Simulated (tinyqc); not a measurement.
# Short-channel transistor, virtual-source model with series resistance: effects of single changes

The current per gate width is the charge at the top of the source barrier (the virtual source) times its velocity times a saturation function; al and be are fitting constants of the model. Units: I in uA/um, Rs in ohm um, so I Rs = 1e-6 I Rs in volts; Q in uC/cm^2, so I = 1e-4 Q vx0 Fsat with vx0 in cm/s.

Inputs (values chosen for the exercise): temperature T = 300 K; inversion capacitance Cinv = 1.03 uF/cm^2; velocity at the virtual source vx0 = 1.21e7 cm/s; apparent mobility mu = 390 cm^2/(V s); channel length L = 45 nm; threshold at zero drain voltage VT0 = 0.437 V; drain-induced barrier lowering dl = 0.155 V/V; subthreshold factor n0 = 1.48; growth of n with drain voltage nd = 0.2 1/V; threshold shift (in units of Vt) from weak to strong inversion al = 3.5; sharpness of saturation be = 2; series resistance of each contact Rs = 120 ohm um.

Constants: q = 1.602176634e-19 C, kB = 1.380649e-23 J/K, Vt = kB T/q. Results are converted to the units shown.

Each table varies one quantity; the others keep the values above.

## Effect of the apparent mobility on the on and off currents

Intrinsic voltages Vg' = Vgs - I Rs, Vd' = Vds - 2 I Rs. n = n0 + nd Vd', VT = VT0 - dl Vd', Ff = 1/(1 + exp((Vg' - VT + al Vt/2)/(al Vt))), Q = Cinv n Vt ln(1 + exp((Vg' - VT + al Vt Ff)/(n Vt))), Vdsat = (vx0 L/mu)(1 - Ff) + Vt Ff, Fsat = u/(1 + u^be)^(1/be) with u = Vd'/Vdsat, and I = Q vx0 Fsat per width. I is solved self-consistently. Ion is I at Vgs = Vds = 1.2 V, Ioff at Vgs = 0, Vds = 1.2 V, and Rlin = Vds/I at Vgs = 1.2 V, Vds = 0.05 V.

Effect of the apparent mobility on the on and off currents:
```
mu (cm^2/(V s))	Ion (uA/um)	Ioff (nA/um)	log10(Ion/Ioff)	Rlin (ohm um)
50	715.7	1215	2.770	1383
85	853.9	1218	2.846	915.4
140	929.7	1220	2.882	652.6
240	967.1	1220	2.899	482.7
410	981.2	1221	2.905	383.4
700	986.3	1221	2.907	324.8
1200	988.1	1221	2.908	289.8
2000	988.7	1221	2.908	270.1
```

As mu goes from 50 to 2000 cm^2/(V s), Ion rises from 716 to 989 uA/um, Ioff stays near 1220 nA/um and Rlin falls from 1380 to 270 ohm um. Ion changes by a factor of 1.38 and Ioff by 1.01. Below threshold Vdsat is near Vt, so L and mu hardly reach the off current. In every row the off current passes 1 uA/um, so the device is hardly off at Vgs = 0.

## Effect of the threshold at zero drain voltage on the on and off currents

Same model as above.

Effect of the threshold at zero drain voltage on the on and off currents:
```
VT0 (V)	Ion (uA/um)	Ioff (nA/um)	log10(Ion/Ioff)	Rlin (ohm um)
0.15	1275	7.972e4	1.204	348.9
0.2	1224	5.022e4	1.387	354.4
0.25	1173	2.851e4	1.614	360.5
0.3	1121	1.434e4	1.893	367.4
0.35	1070	6371	2.225	375.0
0.4	1019	2540	2.603	383.6
0.45	967.1	936.1	3.014	393.3
0.5	915.6	327.7	3.446	404.4
```

What does the comparison show?

As VT0 goes from 0.15 to 0.5 V, Ion falls from 1280 to 916 uA/um, Ioff falls from 79700 to 328 nA/um and Rlin rises from 349 to 404 ohm um. Ion changes by a factor of 0.718 and Ioff by 0.00411. The off current depends on it through an exponential, the on current about linearly. For VT0 = 0.15 to 0.4 V the off current passes 1 uA/um, so the device is hardly off at Vgs = 0.

## Effect of the series resistance of each contact on the on and off currents

Same model as above.

Results:
```
Rs (ohm um)	Ion (uA/um)	Ioff (nA/um)	log10(Ion/Ioff)	Rlin (ohm um)
0	1175	1226	2.982	154.4
25	1128	1225	2.964	202.1
50	1085	1224	2.948	251.2
100	1008	1222	2.917	350.7
150	941.4	1220	2.888	450.6
200	882.6	1217	2.860	550.7
400	705.4	1209	2.766	951.0
```

Estimate the missing row, Rs = 300 ohm um.

Computed row:
```
Rs (ohm um)	Ion (uA/um)	Ioff (nA/um)	log10(Ion/Ioff)	Rlin (ohm um)
300	784.4	1213	2.811	750.8
```

With this row back in the table: As Rs goes from 0 to 400 ohm um, Ion falls from 1170 to 705 uA/um, Ioff falls from 1230 to 1210 nA/um and Rlin rises from 154 to 951 ohm um. Ion changes by a factor of 0.600 and Ioff by 0.987. In every row the off current passes 1 uA/um, so the device is hardly off at Vgs = 0.

Numbers from tinyqc (`OMP_NUM_THREADS=1 python tinyqc.py 2380137 2380138 out.jsonl`; about 0.01 s on one thread of a shared Intel Xeon 2.30GHz).
